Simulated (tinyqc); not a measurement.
From results back to parameters: two-node Weyl semimetal on a cubic lattice and its slab. Three cases, with inputs chosen for the exercise.

Problem. Along (0,0,kz) the levels of the bulk are -/+ |M|, M = tz (cos k0 - cos kz), with nodes at +/-k0, 0 < k0 < pi. The planes with M < 0, that is |kz| < k0, each carry a Chern number of size one. The gaps at kz = 0 and pi come from hidden tz and k0.

Find: tz; k0; |sigma_xy| = k0/pi.

Method. The gaps are 2 tz (1 - cos k0) and 2 tz (1 + cos k0): their sum is 4 tz, and the gap at pi less the gap at 0, over the sum, is cos k0.

Case 1.

gaps 2|M| (eV): kz = 0 0.75939, kz = pi 0.76061

Solution.

tz = 0.380 eV
k0 = 1.570 1/a
|sigma_xy| = k0/pi = 0.500 e^2/(h a)

Case 2.

gaps 2|M| (eV): kz = 0 2.13641, kz = pi 0.38359

Solution.

tz = 0.630 eV
k0 = 2.340 1/a
|sigma_xy| = k0/pi = 0.745 e^2/(h a)

Case 3.

gaps 2|M| (eV): kz = 0 2.89932, kz = pi 0.58068

Solution.

tz = 0.870 eV
k0 = 2.300 1/a
|sigma_xy| = k0/pi = 0.732 e^2/(h a)

Computed by tinyqc, one run a case: `OMP_NUM_THREADS=1 python tinyqc.py N N+1 out.jsonl` with N = 1480318, 1480412, 1480713; one thread of a shared Intel(R) Xeon(R) Processor @ 2.30GHz, about 0.2 s a run at most.
